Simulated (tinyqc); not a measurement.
Worked calculation: Kronig-Penney superlattice by transfer matrices. Values are carried at full precision from step to step, so a last printed digit may differ when a step is redone from the rounded ones.

Wells (width a, potential 0, mass mw) alternate with barriers (width b, height V0, mass mb); period d = a + b; c = hbar^2/2m0. The vector (psi, psi'/m) is continuous, and a layer of thickness t carries it by M = [[cos kt, (m/k) sin kt], [-(k/m) sin kt, cos kt]] with k = sqrt(m (E - V)/c); for E < V, k = i kappa gives [[cosh, (m/kappa) sinh], [(kappa/m) sinh, cosh]] of kappa t. A Bloch state obeys cos(q d) = tr(Mb Mw)/2.

Constants: hbar^2/2m0 = 3.80998211 eV angstrom^2; hbar = 6.58211957e-16 eV s.

Parameters, chosen for this exercise (near those of an InGaAs superlattice with barriers of InP; shifted at random, so the results belong to these values and not to a real crystal): a = 148 angstrom (well width); b = 39 angstrom (barrier width); V0 = 0.238 eV (barrier height); mw = 0.0411 m0 (mass in the wells); mb = 0.0806 m0 (mass in the barriers); E = 0.0211 eV (trial energy); F = 20 kV/cm (field along the axis).

## Layer matrices at one energy

Form the matrix of the well and of the barrier at E.

k in the well = 0.01509 1/angstrom
kappa in the barrier = 0.06774 1/angstrom

Mw (angstrom units):
```
          1         2
1  -0.61475    2.1486
2  -0.28952  -0.61475
```

Mb (angstrom units):
```
        1       2
1  7.0549  8.3096
2  5.8692  7.0549
```

## The matrix of one period

Multiply M = Mb Mw and take half the trace. If its size is at most 1, E lies in a miniband and q d = arccos(tr M/2); otherwise the state decays by exp(-arccosh|tr M/2|) a period.

M:
```
         1       2
1  -6.7428  10.050
2  -5.6507  8.2740
```

tr M/2 = 0.7656
q d in a band, or the decay exponent in a gap = 0.699

E lies in a miniband; det M = 1.0000, as for any such product.

## Miniband edges

The edges are the energies where tr M/2 = +1 (q = 0) or -1 (q = pi/d); the first three minibands.

Minibands:
```
band  bottom (eV)  top (eV)  width (meV)
1          0.0208    0.0238          3.1
2          0.0843    0.0974         13.2
3          0.1890    0.2248         35.8
```

3 minibands of these lie wholly below V0. The first gap is 60.4 meV wide; the single well of width a has E1 = 0.0223 eV, inside the first miniband.

## Dispersion along the axis

Solve tr M/2 = cos(q d) inside each miniband at q d/pi = 0, 1/6, ..., 1. The cosine form is E_bottom + (W/2)(1 - cos q d) with the true width W.

Energies (eV):
```
q d/pi  band 1  cosine form  band 2
0.000   0.0208       0.0208  0.0974
0.167   0.0210       0.0210  0.0964
0.333   0.0215       0.0215  0.0938
0.500   0.0222       0.0223  0.0904
0.667   0.0230       0.0231  0.0873
0.833   0.0236       0.0236  0.0851
1.000   0.0238       0.0238  0.0843
```

The cosine form, which holds for hopping between neighbouring wells alone, misses band 1 by at most 0.1 meV, 3 % of its width.

## Mass along the axis

With f(E) = tr M/2, 1 - (q d)^2/2 = 1 + f'(E_bottom)(E - E_bottom) gives m_z = -2 c f'/d^2 (f' by a central difference of 1e-6 eV at the bottom of band 1). The cosine form gives 4 c/(W d^2), W the width of band 1 between tr M/2 = +1 and -1.

f' = -720.6 1/eV
m_z = 0.1570 m0
m_z of the cosine form = 0.1420 m0
W = 3.07 meV

The mass along the axis is 3.82 times mw.

## In a field along the axis

One-band picture: ladder spacing e F d, Bloch frequency e F d/(2 pi hbar), and extent W/(e F) of a Stark state, with W the width of band 1; 1 kV/cm = 1e-5 V/angstrom.

e F d = 37.400 meV
Bloch frequency = 9.043 THz
W/(e F d) = 0.08 periods

The state is confined to about one period: the miniband has broken into a ladder of single-well levels.

## Checks

- Bottom of band 1 from 121 plane waves (the mass step taken by inverting the matrix of m) against the transfer matrix, eV: both 0.0208.

Computed by tinyqc, a small Python program: `OMP_NUM_THREADS=1 python tinyqc.py 1252255 1252256 out.jsonl` (the numbers bound the seed that draws the inputs); one thread of a shared host (Intel(R) Xeon(R) Processor @ 2.30GHz), about 0.08 s for the whole set of steps.
